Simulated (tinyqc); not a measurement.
Choice of the trial bonds: Wannier functions of a composite (isolated) pair of valence bands (bonds of an sp chain).

Each atom has a hybrid pointing left (<) and right (>). H(k): diagonal +V3 on A, -V3 on B; <A<|A>> = -V1a, <B<|B>> = -V1b, <A>|B<> = -V2, <B>|A<> = -V2p exp(ik); k in 1/a, Bloch sums with exp(ikR). The two lowest bands are filled. Trial functions in cell 0: g1 = cos(c) A> + sin(c) B<, and g2 = sin(c) B> + cos(c) A< of cell 1, whose Bloch vector has cos(c) exp(-ik) on A<. Projection A_mn = <psi_m|g_n>, S = A^+ A, Loewdin U = A S^(-1/2), Bloch-like states w_n = sum_m psi_m U_mn, H_W(k) = U^+ diag(E) U. P = sum_m |psi_m><psi_m| is free of phase choices, and S = g^+ P g, w = P g S^(-1/2).

Inputs chosen for the exercise:
- V2 = 3.9 eV (coupling in the bond A-B inside the cell)
- V2p = 4.48 eV (coupling in the bond to the next cell)
- V1a = 0.9 eV (coupling of the two hybrids on A)
- V1b = 0.61 eV (the same on B)
- V3 = 1.05 eV (A at +V3, B at -V3)
- xb = 0.57 a (position of B (A at 0))

N = 12; centres and spreads in real space with point-like hybrids at R and R + xb; smallest eigenvalue of S over the mesh.

Trial angle:

| c (deg) | smallest S | centre 1 (a) | centre 2 (a) | sum of centres | total spread (a^2) | H_12(R = 0), mean over k (eV) |
|---|---|---|---|---|---|---|
| 15 | 0.557 | 0.3574 | 0.7374 | 1.0947 | 0.1217 | -0.3788 |
| 30 | 0.798 | 0.3574 | 0.7374 | 1.0947 | 0.1217 | -0.3779 |
| 45 | 0.959 | 0.3574 | 0.7374 | 1.0947 | 0.1217 | -0.3771 |
| 55 | 0.981 | 0.3574 | 0.7374 | 1.0947 | 0.1217 | -0.3766 |
| 65 | 0.905 | 0.3574 | 0.7374 | 1.0947 | 0.1217 | -0.3761 |
| 85 | 0.621 | 0.3574 | 0.7374 | 1.0947 | 0.1217 | -0.3750 |

Give the missing row, c (deg) = 75.

Computed row:
```
c (deg)  smallest S  centre 1 (a)  centre 2 (a)  sum of centres  total spread (a^2)  H_12(R = 0), mean over k (eV)
75            0.780        0.3574        0.7374          1.0947              0.1217                        -0.3756
```

The sum of the centres stays at 1.0947 a within 0.0000: it gives the electronic polarisation, modulo a, and is fixed by the filled space. Single centres move by less than 0.0001 a here and H_12(0), a matter of gauge, moves by 4 meV. The total spread runs only from 0.1217 to 0.1217 a^2, so the orthogonalisation repairs even poor trials; the projection is best at c = 55 degrees among these rows, and the two bonds, isolated, have c = 53 and 52.

tinyqc: `OMP_NUM_THREADS=1 python tinyqc.py 1451129 1451130 out.jsonl`; about 0.2 s, one thread, shared Intel(R) Xeon(R) Processor @ 2.30GHz.
